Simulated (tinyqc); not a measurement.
# MOS capacitor on a p-type substrate, surface potential from the exact charge relation: what changes with what

Uniform p-type substrate, Boltzmann statistics, full ionisation, classical densities. psi is the surface potential against the body (positive when the bands bend down) and u = psi/Vt. Traps are spread evenly over the gap and neutral at flat band, so their charge is -q Dit psi; the minority quasi-Fermi level is shifted by Vb.

Parameters, values chosen for the exercise; band and dielectric values close to those of silicon: temperature T = 250 K; band gap Eg = 1.12 eV; relative permittivity eps_r = 11.6; conduction-band density of states at T Nc = 2.14e19 cm^-3; valence-band density of states at T Nv = 2e19 cm^-3; electron affinity chi = 4.04 eV; acceptor density of the substrate N = 1.7e15 cm^-3; relative permittivity of the gate insulator (close to silicon dioxide) eox = 3.9; insulator thickness tox = 10 nm; gate work function phiM = 4.7 eV; fixed charge at the interface, in units of q Nf = -1.3e10 cm^-2; density of interface traps Dit = 0 cm^-2 eV^-1; reverse bias of the inversion layer against the body Vb = 0 V.

Constants: q = 1.602176634e-19 C, kB = 1.380649e-23 J/K, Vt = kB T/q, eps0 = 8.8541878128e-14 F/cm where lengths are in cm. Results are converted to the units shown.

Each table varies one quantity; the others keep the values above.

## Capacitance-voltage curves

ni = sqrt(Nc Nv) exp(-Eg/(2 Vt)), Eg in volts; phiF = Vt ln(N/ni); Cox = eps0 eox/tox; Vfb = phiM - chi - (Eg - Vt ln(Nv/N)) - q Nf/Cox; Q0 = sqrt(2 eps0 eps_r q N Vt); r = (ni/N)^2 exp(-Vb/Vt); VT = Vfb + [(2 phiF + Vb)(1 + q Dit/Cox) + sqrt(2 eps0 eps_r q N (2 phiF + Vb))/Cox]. u = psi/Vt; F^2 = exp(-u) + u - 1 + r (exp(u) - u - 1); Qs = -sign(u) Q0 F; Cs = -dQs/dpsi = (Q0/Vt) |1 - exp(-u) + r (exp(u) - 1)|/(2 F). psi solves Vg = Vfb + psi + (q Dit psi - Qs)/Cox. Low frequency: 1/C_LF = 1/Cox + 1/(Cs + q Dit). High frequency, in the simple estimate in which traps and minority carriers do not follow: 1/C_HF = 1/Cox + 1/Cd, Cd being Cs with r = 0 at the same psi. Deep depletion: r = 0 and Dit = 0 both in the equation for psi and in Cs. Minority sheet density N_inv = (Q0/(2 q)) int_0^u r (exp(t) - 1)/F(t) dt for u > 0. N_inv under 1 cm^-2 is printed as 0. Regimes: accumulation when majority carriers gather, then depletion up to |psi| = phiF + Vb, weak inversion up to 2 phiF + Vb, strong inversion beyond.

Capacitance-voltage curves:

| Vg (V) | psi (V) | C_LF/Cox | C_HF/Cox | C_deep/Cox | N_inv (cm^-2) | regime |
|---|---|---|---|---|---|---|
| -1.19 | -0.1859 | 0.9459 | 0.9459 | 0.9459 | 0 | accumulation |
| -0.95 | -0.1707 | 0.9247 | 0.9247 | 0.9247 | 0 | accumulation |
| -0.7 | -0.1467 | 0.8757 | 0.8757 | 0.8757 | 0 | accumulation |
| -0.45 | -0.09952 | 0.7054 | 0.7054 | 0.7054 | 0 | accumulation |
| -0.21 | 0.03329 | 0.1741 | 0.1741 | 0.1741 | 0 | depletion |
| 0.04 | 0.2587 | 0.06571 | 0.06571 | 0.06571 | 2.208 | depletion |
| 0.29 | 0.4949 | 0.04742 | 0.04742 | 0.04742 | 8.786e4 | weak inversion |
| 0.53 | 0.7234 | 0.09069 | 0.03928 | 0.03924 | 2.851e9 | strong inversion |
| 0.78 | 0.8395 | 0.8007 | 0.03649 | 0.03405 | 2.840e11 | strong inversion |
| 1.03 | 0.8738 | 0.9025 | 0.03577 | 0.03049 | 7.485e11 | strong inversion |

C_LF/Cox is lowest, 0.0474, at Vg = 0.29 V (weak inversion) among the rows listed and is 0.902 in the last row, where C_HF/Cox is 0.0358 and the deep-depletion value 0.0305. Vfb = -0.252 V, where C_HF/Cox = 0.248 (Cox in series with eps0 eps_r/LD), and VT = 0.521 V. Over the last two rows psi moves by only 0.14 V a volt of gate bias, since the inversion charge screens the body. In strong accumulation and inversion degeneracy and confinement, left out here, lower the capacitance.

## Effect of the insulator thickness on threshold and swing

ni = sqrt(Nc Nv) exp(-Eg/(2 Vt)), Eg in volts; phiF = Vt ln(N/ni); Cox = eps0 eox/tox; Vfb = phiM - chi - (Eg - Vt ln(Nv/N)) - q Nf/Cox; VT = Vfb + [(2 phiF + Vb)(1 + q Dit/Cox) + sqrt(2 eps0 eps_r q N (2 phiF + Vb))/Cox]. gamma = sqrt(2 eps0 eps_r q N)/Cox; Wm = sqrt(2 eps0 eps_r (2 phiF + Vb)/(q N)); m = 1 + (eps0 eps_r/Wm + q Dit)/Cox; swing m Vt ln 10; Cmin/Cox = 1/(1 + Cox Wm/(eps0 eps_r)).

The same in every row: 2 phiF (V) = 0.7147; Wm (nm) = 734.2.

Effect of the insulator thickness on threshold and swing:

| tox (nm) | Vfb (V) | gamma (V^0.5) | VT (V) | m | swing (mV/decade) | Cmin/Cox |
|---|---|---|---|---|---|---|
| 2.5 | -0.2566 | 0.01712 | 0.4726 | 1.010 | 50.11 | 0.01003 |
| 3.7 | -0.2558 | 0.02534 | 0.4803 | 1.015 | 50.35 | 0.01477 |
| 5.5 | -0.2548 | 0.03767 | 0.4918 | 1.022 | 50.71 | 0.02180 |
| 8.2 | -0.2531 | 0.05617 | 0.5091 | 1.033 | 51.25 | 0.03215 |
| 12 | -0.2508 | 0.08220 | 0.5333 | 1.049 | 52.02 | 0.04636 |
| 18 | -0.2472 | 0.1233 | 0.5717 | 1.073 | 53.22 | 0.06797 |
| 27 | -0.2418 | 0.1849 | 0.6293 | 1.109 | 55.03 | 0.09860 |
| 40 | -0.2340 | 0.2740 | 0.7124 | 1.162 | 57.64 | 0.1395 |

What does the table show?

As tox goes from 2.5 to 40, VT rises from 0.473 to 0.712 V, the swing rises from 50.1 to 57.6 mV/decade and Cmin/Cox rises from 0.0100 to 0.139. Of the change of VT by 0.240 V, 0.0226 V comes from Vfb and 0.217 V from the band bending and the charge it takes. m - 1 goes as tox^(1.00), that is as 1/Cox.

## Effect of the gate work function on threshold and swing

Same model as above.

The same in every row: 2 phiF (V) = 0.7147; gamma (V^0.5) = 0.06850; Wm (nm) = 734.2; m = 1.041; swing (mV/decade) = 51.62; Cmin/Cox = 0.03894.

Effect of the gate work function on threshold and swing:

| phiM (eV) | Vfb (V) | VT (V) |
|---|---|---|
| 4.04 | -0.9120 | -0.1394 |
| 4.24 | -0.7120 | 0.06056 |
| 4.44 | -0.5120 | 0.2606 |
| 4.64 | -0.3120 | 0.4606 |
| 4.84 | -0.1120 | 0.6606 |
| 5.04 | 0.08795 | 0.8606 |
| 5.24 | 0.2880 | 1.061 |

As phiM goes from 4.04 to 5.24, VT rises from -0.139 to 1.06 V, the swing stays at 51.6 mV/decade and Cmin/Cox stays at 0.0389. The whole change of VT is that of Vfb: the curve shifts rigidly.

Computed by the program tinyqc: `OMP_NUM_THREADS=1 python tinyqc.py 2060114 2060115 out.jsonl`, one thread of a shared Intel Xeon 2.30GHz, about 0.01 s for the whole run.
